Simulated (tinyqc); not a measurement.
Voltage acceleration of oxide breakdown, four models on the same data: lifetime against voltage in four models.

Field E = V/tox in MV/cm. Models: ln(t63/1 s) = a - c X with X = E (E model), -1/E (1/E model), ln V (power law, c the exponent n) or sqrt(E).

a and c were fitted to stress data from 2.41 to 3.45 V. Project to Vu, multiply by exp[(Ea q/kB)(1/Tu - 1/Ts)] and by ks; ten years are 3.15576e8 s.

Values chosen for this exercise: oxide thickness tox = 2.4 nm; stress temperature Ts = 398 K; use temperature Tu = 328 K; activation energy Ea = 0.56 eV; factor for area and percentile ks = 4.8e-5.

Constants: q = 1.602176634e-19 C, kB = 1.380649e-23 J/K. Results are converted to the units shown.

```
model         c         a
E       3.57003   48.4142
1/E     508.943  -37.7669
power   42.9614   50.5537
sqrt E  24.8180   91.3148
```

Result of one run:
```
Vu (V)  log10 years, E  log10 years, 1/E  log10 years, power  log10 years, sqrt E
2.7             -6.721            -7.059              -6.881               -6.799
```

What becomes of these results when the use voltage Vu is changed from 2.7 to 1.95 V, all else the same?

Result of the changed run:
```
Vu (V)  log10 years, E  log10 years, 1/E  log10 years, power  log10 years, sqrt E
1.95            -1.876            0.4974             -0.8096               -1.370
```

The whole series:
```
Vu (V)  log10 years, E  log10 years, 1/E  log10 years, power  log10 years, sqrt E
1.2              2.969             17.50               8.249                5.252
1.45             1.354             9.878               4.718                2.860
1.7            -0.2608             4.498               1.750               0.6670
1.95            -1.876            0.4974             -0.8096               -1.370
2.2             -3.491            -2.594              -3.060               -3.280
2.45            -5.106            -5.054              -5.068               -5.084
2.7             -6.721            -7.059              -6.881               -6.799
2.95            -8.336            -8.724              -8.534               -8.435
```

The four agree within 0.39 decades in the last row, inside the stress range, and part by 14.5 decades in the first. The local exponent -d ln t/d ln V is c E for the E model, which shrinks as V falls, constant for the power law, and c/E for the 1/E model, which grows as V falls.

Range of the model: All four laws are empirical fits; none is established far below the stress range.

tinyqc, about 0.01 s, one thread, Intel Xeon 2.30GHz (shared host): `OMP_NUM_THREADS=1 python tinyqc.py 2070104 2070105 out.jsonl`
